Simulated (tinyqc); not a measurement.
## Contact resistivity and sheet resistance from two contact lengths

Inverse problem. Rc = [sqrt(rc Rsh)/Wc] coth(Lc/(2 LT)), LT = sqrt(rc/Rsh), Wc = 54 nm; the second contact is twice as long as the first. Find LT, rc and Rsh.

Rc for Lc = 25 and 50 nm (ohm): [283.429712, 165.671848]

Answer. With t = tanh(Lc/(2 LT)) for the shorter contact, the resistance of the longer over that of the shorter is (1 + t^2)/2. Then sqrt(rc Rsh) = Rc t Wc, and rc and Rsh follow by multiplying and dividing by LT.

LT = 28.60 nm
rc = 1.800e-9 ohm cm^2
Rsh = 220.0 ohm

tinyqc, about 0.03 s, one thread, Intel Xeon 2.30GHz (shared host): `OMP_NUM_THREADS=1 python tinyqc.py 2170032 2170033 out.jsonl`
